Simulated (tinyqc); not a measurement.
# MOS structure on a p-type body with a surface-enhanced doping, non-linear Poisson equation by Newton steps: two studies

One dimension, insulator interface at x = 0, acceptor density Na + N0 exp(-x/Ls), net doping C = -(acceptor density). psi is counted from the intrinsic level: n = ni exp((psi - Vb)/Vt), p = ni exp(-psi/Vt); deep in the body psi_b = -Vt ln(Na/ni). The gate acts through Cox = eps0 eox/tox and has the potential psi_G = Vg - (phiM - chi - Vt ln(Nc/ni)). Boltzmann statistics, full ionisation, classical densities, no oxide or interface charge.

Inputs (values chosen for the exercise); band and dielectric values close to those of silicon:
```
symbol    value   unit                                                                 meaning
T           350      K                                                             temperature
Eg         1.13     eV                                                                band gap
eps_r      11.5                                                          relative permittivity
Nc      3.47e19  cm^-3                                  conduction-band density of states at T
Nv      3.33e19  cm^-3                                     valence-band density of states at T
chi        3.98     eV                                                       electron affinity
Na       6.3e15  cm^-3                                       acceptor density deep in the body
eox         3.9         relative permittivity of the gate insulator (close to silicon dioxide)
tox         2.3     nm                                                     insulator thickness
phiM       4.48     eV                                                      gate work function
Vb            0      V                         electron quasi-Fermi potential against the body
N0       1.5e16  cm^-3                                   extra acceptor density at the surface
Ls          110     nm                                                            decay length
```

Constants: q = 1.602176634e-19 C, kB = 1.380649e-23 J/K, Vt = kB T/q, eps0 = 8.8541878128e-14 F/cm where lengths are in cm. Results are converted to the units shown.

Each table varies one quantity; the others keep the values above.

## Charge and capacitance against gate voltage

ni = sqrt(Nc Nv) exp(-Eg/(2 Vt)), Eg in volts. The Poisson equation d/dx(eps0 eps_r dpsi/dx) = -q (p - n + C), with eps0 eps_r dpsi/dx = -Cox (psi_G - psi_0) at x = 0, is solved on a mesh of about 600 nodes or more. N_inv is the integral of n less its value deep in the body. C_LF = Cox (1 - dpsi_0/dVg) with all carriers following; C_HF is the same with the electron quasi-Fermi level shifting uniformly so that N_inv stays fixed. The centroid is that of the same excess.

Results:

| Vg (V) | psi_0 - psi_b (V) | N_inv (cm^-2) | C_LF/Cox | C_HF/Cox | centroid (nm) |
|---|---|---|---|---|---|
| 0.09 | 0.431 | 1.16e7 | 0.0294 | 0.0293 | 7.72 |
| 0.37 | 0.698 | 5.92e10 | 0.173 | 0.0219 | 5.74 |
| 0.51 | 0.783 | 5.66e11 | 0.580 | 0.0212 | 4.17 |
| 0.66 | 0.830 | 1.53e12 | 0.762 | 0.0211 | 2.98 |
| 0.8 | 0.858 | 2.58e12 | 0.836 | 0.0211 | 2.34 |
| 0.94 | 0.878 | 3.71e12 | 0.877 | 0.0211 | 1.93 |
| 1.08 | 0.893 | 4.87e12 | 0.902 | 0.0211 | 1.65 |

Estimate the missing row, Vg = 0.23 V.

Computed row:

| Vg (V) | psi_0 - psi_b (V) | N_inv (cm^-2) | C_LF/Cox | C_HF/Cox | centroid (nm) |
|---|---|---|---|---|---|
| 0.23 | 0.568 | 9.24e8 | 0.0277 | 0.0247 | 6.64 |

With this row back in the table: N_inv goes from 1.16e7 to 4.87e12 cm^-2 and passes 2e11 cm^-2 at Vg = 0.428 V. Below threshold it takes 73.6 mV a decade between Vg = 0.09 and 0.23 V, against Vt ln 10 = 69.4 mV. C_LF/Cox is lowest, 0.0277, at Vg = 0.23 V among the rows listed and ends at 0.902, while C_HF/Cox ends at 0.0211. Between the last two rows q dN_inv/dVg is 0.890 Cox. Where the classical centroid is under about 2 nm, confinement would move the charge away from the interface and raise the threshold. Above about 2e12 cm^-2 degeneracy matters too.

## Effect of the electron quasi-Fermi potential against the body on threshold, swing and body effect

VT is the Vg at which N_inv = 2e11 cm^-2. m = 1/(dpsi_0/dVg) at N_inv = 1e8 cm^-2; the swing is the Vg between N_inv = 1e8 and 1e9 cm^-2; body coefficient [VT(Vb + 0.05 V) - VT(Vb)]/0.05 V - 1.

Effect of the electron quasi-Fermi potential against the body on threshold, swing and body effect:

| Vb (V) | VT (V) | psi_0 - psi_b at VT (V) | m - 1 | swing (mV/decade) | body coefficient |
|---|---|---|---|---|---|
| 0 | 0.428 | 0.741 | 0.0279 | 73.4 | 0.0358 |
| 0.3 | 0.738 | 1.04 | 0.0206 | 72.1 | 0.0273 |
| 0.6 | 1.05 | 1.35 | 0.0169 | 71.5 | 0.0225 |
| 0.9 | 1.35 | 1.65 | 0.0146 | 71.2 | 0.0194 |
| 1.2 | 1.66 | 1.95 | 0.0130 | 71.0 | 0.0172 |
| 1.5 | 1.96 | 2.25 | 0.0119 | 70.8 | 0.0156 |
| 1.8 | 2.27 | 2.55 | 0.0110 | 70.7 | 0.0143 |

As Vb goes from 0 to 1.8, VT rises from 0.428 to 2.27 V, the swing falls from 73.4 to 70.7 mV/decade and the body coefficient falls from 0.0358 to 0.0143. The swing stays within 2.8 % of m Vt ln 10, and the body coefficient within 0.0079 of m - 1.

Numbers from tinyqc (`OMP_NUM_THREADS=1 python tinyqc.py 2080034 2080035 out.jsonl`; about 0.4 s on one thread of a shared Intel Xeon 2.30GHz).
